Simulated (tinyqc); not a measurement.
Two-step dopant diffusion (predeposition and drive-in) with a constant diffusivity: one step, computed by the program tinyqc.

Fick diffusion into a half space x > 0 whose background doping C_B is of the opposite type, so that a junction lies where C = C_B.

Task: Drive-in as a Gaussian. With a sealed surface and a thin source, C = Q/sqrt(pi (Dt)2) exp(-x^2/(4 (Dt)2)); x_j = 2 sqrt((Dt)2 ln(C(0)/C_B)); gradient at the junction |dC/dx| = C_B x_j/(2 (Dt)2).

Inputs (values chosen for the exercise, modelled on arsenic in silicon):
```
quantity                        value    unit
surface concentration C_s       2e+19  1/cm^3
background doping C_B         1.2e+15  1/cm^3
predeposition temperature T1      950       C
drive-in temperature T2          1000       C
stand-by temperature              700       C
```

dose Q = 2.317967e+13 1/cm^2

drive-in budget (Dt)2 = 4.992345e-11 cm^2

Give: surface concentration C(0) (Gaussian); junction depth x_j; gradient at the junction.

Result:

surface concentration C(0) (Gaussian) = 1.851e+18 1/cm^3

junction depth x_j = 0.3829 um

gradient at the junction = 4.602e+20 1/cm^4

Caution: C_s exceeds the intrinsic carrier density of silicon at the predeposition temperature (2e18 to 1e19 per cm^3), where real diffusivities rise with concentration and profiles turn box-like.
